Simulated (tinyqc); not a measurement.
Heisenberg spin cluster by exact diagonalisation: multiplets, susceptibility, level crossings: one step, computed by the program tinyqc.

H = J1 sum S_i.S_j over the bonds 1-2, 2-3, 3-4, 4-5, 5-6, 6-1 + J2 sum over 1-3, 2-4, 3-5, 4-6, 5-1, 6-2 - g mu_B B S_z; J > 0 is antiferromagnetic.

Task: Thermal averages at zero field. Z = sum k (2S + 1) exp(-E/(k_B T)) over the table, k the number of multiplets; <S^2> likewise with the factor S (S + 1); chi T = N_A g^2 mu_B^2 <S^2>/(3 k_B) = 0.125049 g^2 <S^2> cm^3 K/mol (cgs, per mole of clusters); C = (<E^2> - <E>^2)/(k_B T)^2; entropy = ln Z + <E>/(k_B T).

Inputs (values chosen for the exercise, for a model cluster): g factor = 2.01; temperature T = 2.8 K.

Cluster: ring of six with second neighbours J2. Spin s of each site: 0.5.

Levels at B = 0:

| E (meV) | total S | number of multiplets |
|---|---|---|
| -4.350000 | 0 | 1 |
| -3.007481 | 0 | 1 |
| -2.904457 | 1 | 1 |
| -2.901694 | 1 | 2 |
| -2.850000 | 0 | 2 |
| -1.500000 | 1 | 2 |
| -1.350000 | 1 | 1 |
| -0.095543 | 1 | 1 |
| 0.000000 | 2 | 2 |
| 0.007481 | 0 | 1 |
| 0.051694 | 1 | 2 |
| 1.350000 | 2 | 1 |
| 1.500000 | 2 | 2 |
| 4.350000 | 3 | 1 |

Constants: k_B = 8.617333262e-05 eV/K.

Give: <S^2>; chi T; heat capacity; entropy.

Result:

<S^2> = 0.04348

chi T = 0.02197 cm^3 K/mol

heat capacity = 1.022 k_B

entropy = 0.2053 k_B

Free spins would give <S^2> = 4.5 and the entropy 4.159 k_B; chi T is 1 % of the free value.
